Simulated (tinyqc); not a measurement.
Inside a calculation. Method: plane-wave Kohn-Sham cycle with exchange-only LDA in a layered model solid. One step of it, computed by the program tinyqc.

Problem. Iteration 2: Hamiltonian at one k. H(m,m') = (k + G_m)^2/2 delta + V(G_m - G_m'), with V(-G) = V(G).

A solid whose potential varies along x alone (atomic units):
```
parameter                      value
period a                   12.400000
cross-section of the cell  18.000000
electrons per cell                 4
grid points                       16
plane waves -n..n, n               3
k points                           4
V1 in V1 cos(2 pi x/a)     -0.620000
```

V(G_m), m = 0, 1, 2, ... (hartree): -0.236089  0.109646  0.018801  0.000244  -0.000833  -0.000638  0.000224

k = 0.125000 2 pi / a

Give: H.

Solution.

H (hartree), lower triangle:
```
         -3       -2       -1       +0       +1      +2      +3
-3   0.8250
-2   0.1096   0.2152
-1   0.0188   0.1096  -0.1378
+0   0.0002   0.0188   0.1096  -0.2341
+1  -0.0008   0.0002   0.0188   0.1096  -0.0736
+2  -0.0006  -0.0008   0.0002   0.0188   0.1096  0.3436
+3   0.0002  -0.0006  -0.0008   0.0002   0.0188  0.1096  1.0176
```
